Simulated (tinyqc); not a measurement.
Worked calculation: Hueckel theory of the pi electrons, for the molecule [CH2]C([CH2])=CC(=O)C=C (SMILES; centres numbered as the heavy atoms are written). One step of it, computed by the program tinyqc.

Task: Energy, charges, bond orders. E = sum n x; q_r = z_r - P_rr; bond order p = P_rs; free valence = sqrt(3) - sum of p over the bonds of the atom.

x values: 2.170086  1.618034  1.000000  0.311108  0.000000  -0.618034  -1.481194  -2.000000

occupations: 2.000000  2.000000  2.000000  2.000000  0.000000  0.000000  0.000000  0.000000

charge and bond-order matrix P:
```
           1C         2C         3C         4C         5C         6O         7C         8C
1C   0.549239   0.634492   0.549239  -0.103820  -0.201794   0.136518  -0.012722   0.149239
2C   0.634492   0.994659   0.634492   0.432698   0.019976  -0.065276  -0.052555  -0.012722
3C   0.549239   0.634492   0.549239  -0.103820  -0.201794   0.136518  -0.012722   0.149239
4C  -0.103820   0.432698  -0.103820   1.222275   0.718455  -0.318336   0.032698  -0.351034
5C  -0.201794   0.019976  -0.201794   0.718455   0.916661   0.465396   0.419976   0.045419
6O   0.136518  -0.065276   0.136518  -0.318336   0.465396   1.785122  -0.084729  -0.130149
7C  -0.012722  -0.052555  -0.012722   0.032698   0.419976  -0.084729   1.014112   0.901159
8C   0.149239  -0.012722   0.149239  -0.351034   0.045419  -0.130149   0.901159   0.968693
```

Centres:
```
centre  z_r, pi electrons of the neutral centre         h
1C                                            1  0.000000
2C                                            1  0.000000
3C                                            1  0.000000
4C                                            1  0.000000
5C                                            1  0.000000
6O                                            1  1.000000
7C                                            1  0.000000
8C                                            1  0.000000
```

Bonds:
```
i  j  k
1  2  1
2  3  1
2  4  1
4  5  1
5  6  1
5  7  1
7  8  1
```

Give: pi energy = 8 alpha + this times beta; pi charges; Bond orders and lengths from R = 1.517 - 0.180 p; free valence of the carbons; gap between the highest filled and the next level.

Result:

pi energy = 8 alpha + this times beta = 10.1985

pi charges: 1C 0.4508, 2C 0.0053, 3C 0.4508, 4C -0.2223, 5C 0.0833, 6O -0.7851, 7C -0.0141, 8C 0.0313

Bond orders and lengths from R = 1.517 - 0.180 p (angstrom, C-C alone):
```
bond       p       R
1-2   0.6345  1.4028
2-3   0.6345  1.4028
2-4   0.4327  1.4391
4-5   0.7185  1.3877
5-6   0.4654       -
5-7   0.4200  1.4414
7-8   0.9012  1.3548
```

free valence of the carbons: 1C 1.0976, 2C 0.0304, 3C 1.0976, 4C 0.5809, 5C 0.1282, 7C 0.4109, 8C 0.8309

gap between the highest filled and the next level = 0.3111 |beta|
